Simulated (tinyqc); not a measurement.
FCI on RHF in the 6-31g basis, for He, spin multiplicity 1, step by step. Computed by tinyqc, a small Python program that keeps every step (integrals from PySCF). Settings: charge = 0, multiplicity = 1, basis = 6-31g, method = RHF, energy threshold = 1e-10, iteration cap = 88, orthogonalisation = symmetric, start = Wolfsberg-Helmholz matrix, DIIS depth = 6, ci = FCI. Command: `OMP_NUM_THREADS=1 python tinyqc.py 26637 26638 out.jsonl` (the two numbers bound the seeds that draw the settings). One thread of a shared host (Intel(R) Xeon(R) Processor @ 2.60GHz), about 0.07 s of CPU time with the checks. The early iterations of the SCF are left out here.

## One-electron integrals

Geometry (angstrom):

| atom | x | y | z |
|---|---|---|---|
| He | 0.000000 | 0.000000 | 0.000000 |

Basis 6-31g: exponents (1/bohr^2) and contraction coefficients of normalised primitives:

| element | l (shell) | exponent | coefficient |
|---|---|---|---|
| He | s (1) | 38.421634 | 0.040140 |
| He | s (1) | 5.778030 | 0.261246 |
| He | s (1) | 1.241774 | 0.793185 |
| He | s (2) | 0.297964 | 1.000000 |

Overlap, kinetic and nuclear-attraction integrals over the contracted functions; the nuclear repulsion is the sum of Za Zb / Rab.

nuclear repulsion = 0 hartree

overlap S:
```
          1He 1s    1He 2s
1He 1s  1.000000  0.634148
1He 2s  0.634148  1.000000
```

kinetic energy T (hartree):
```
          1He 1s    1He 2s
1He 1s  2.925655  0.467227
1He 2s  0.467227  0.446946
```

nuclear attraction V (hartree):
```
           1He 1s     1He 2s
1He 1s  -4.805281  -2.013636
1He 2s  -2.013636  -1.742136
```

core Hamiltonian H = T + V (hartree):
```
           1He 1s     1He 2s
1He 1s  -1.879626  -1.546409
1He 2s  -1.546409  -1.295190
```

## Two-electron integrals

Functions are numbered as in S; the eight-fold symmetry (ij|kl) = (ji|kl) = (kl|ij) leaves the list below.

Two-electron integrals (ij|kl) in chemists' order, unique and non-zero (hartree):
```
(11|11) 1.543936   (21|11) 0.785447   (21|21) 0.427025   (22|11) 0.803952
(22|21) 0.476190   (22|22) 0.615938
```

## Orthogonalisation

S = U s U^T; symmetric (Loewdin) form X = U s^(-1/2) U^T, so that X^T S X = 1.

eigenvalues of S: 0.365852  1.634148

X:
```
           1He 1s     1He 2s
1He 1s   1.217774  -0.435508
1He 2s  -0.435508   1.217774
```

## Starting guess

The start is the generalised Wolfsberg-Helmholz matrix (K = 1.75) built on H; D = 2 C_occ C_occ^T.

D at the start:
```
          1He 1s    1He 2s
1He 1s  1.027271  0.541719
1He 2s  0.541719  0.285669
```

## Iteration 9 (converged): orbitals

converged F (hartree):
```
           1He 1s     1He 2s
1He 1s  -0.549218  -1.000372
1He 2s  -1.000372  -0.429150
```

Diagonalise F' = X^T F X, C = X C', fill 1 alpha and 1 beta electrons from the bottom; D = 2 C_occ C_occ^T. Each column has its largest component positive (the first on a tie).

F' = X^T F X (hartree):
```
           1          2
1   0.165224  -1.154385
2  -1.154385   0.320508
```

orbital energies (hartree): MO1 -0.914127, MO2 1.399859

coefficients C:
```
             MO1        MO2
1He 1s  0.592081  -1.149818
1He 2s  0.513586   1.186959
```

D after iteration 9:
```
          1He 1s    1He 2s
1He 1s  0.701120  0.608169
1He 2s  0.608169  0.527541
```

## Convergence

Stop when the energy changes by less than 1e-10 hartree and every element of the error matrix X^T (F D S - S D F) X is below 3e-06.

Course of the cycle:

| iteration | E (hartree) | change | largest element of the error matrix |
|---|---|---|---|
| 1 | -2.80236538 | - | 4.68e-01 |
| 2 | -2.85482734 | -5.25e-02 | 3.77e-02 |
| 3 | -2.85516042 | -3.33e-04 | 1.56e-04 |
| 4 | -2.85516042 | -4.52e-09 | 7.09e-05 |
| 5 | -2.85516043 | -6.84e-10 | 4.58e-05 |
| 6 | -2.85516043 | -2.23e-10 | 3.38e-05 |
| 7 | -2.85516043 | -9.95e-11 | 2.68e-05 |
| 8 | -2.85516043 | -1.68e-10 | 1.95e-08 |
| 9 | -2.85516043 | 4.44e-16 | 2.81e-11 |

PySCF RHF in the same basis = -2.85516043 hartree

Converged in 9 iterations.

## Populations

Mulliken: Z minus the diagonal of D S on the atom; Loewdin: the same with S^(1/2) D S^(1/2).

Charges (e):

| atom | Mulliken | Loewdin |
|---|---|---|
| 1He | 0 | 0 |

## Integrals over molecular orbitals

(pq|rs) = sum C_ip C_jq C_kr C_ls (ij|kl), one index at a time.

one-electron integrals over orbitals h = C^T H C (hartree):
```
           1          2
1  -1.941034   0.316490
2   0.316490  -0.088737
```

Two-electron integrals over orbitals (pq|rs), unique and non-zero (hartree):
```
(11|11) 1.026907    (21|11) -0.316490   (21|21) 0.227670    (22|11) 0.858133
(22|21) -0.255554   (22|22) 0.766363
```

## FCI: determinants and Hamiltonian

Hartree-Fock energy = -2.85516043 hartree

Slater-Condon rules over spin orbitals, with the nuclear repulsion added and E(HF) subtracted on the diagonal.

Occupation strings over the orbitals (2 doubly, a alpha, b beta, 0 empty; spin orbitals ordered 1a 1b 2a 2b ...): 20 ab ba 02

H - E(HF) between determinants (hartree):
```
          20         ab         ba         02
20  0.000000   0.000000   0.000000   0.227670
ab  0.000000   1.683523  -0.227670   0.060937
ba  0.000000  -0.227670   1.683523  -0.060937
02  0.227670   0.060937  -0.060937   3.444050
```

## FCI: roots

Diagonalise (each vector has its largest component positive (the first on a tie)); all determinants have Ms = 0, so triplets appear too. The lowest singlet root is the correlation energy.

lowest roots of this matrix, relative to E(HF) (hartree): -0.015002  1.455853  1.906448  3.463797

lowest vectors:
```
       root 1    root 2     root 3     root 4
20   0.997832  0.000000  -0.006567   0.065487
ab   0.002080  0.707107   0.706022   0.039104
ba  -0.002080  0.707107  -0.706022  -0.039104
02  -0.065749  0.000000  -0.054989   0.996320
```

<S^2> of these roots: 0.000000  2.000000  0.000000  0.000000

weight of the ground state by excitation level 0, 1, 2, ...: 0.995668  0.000009  0.004323
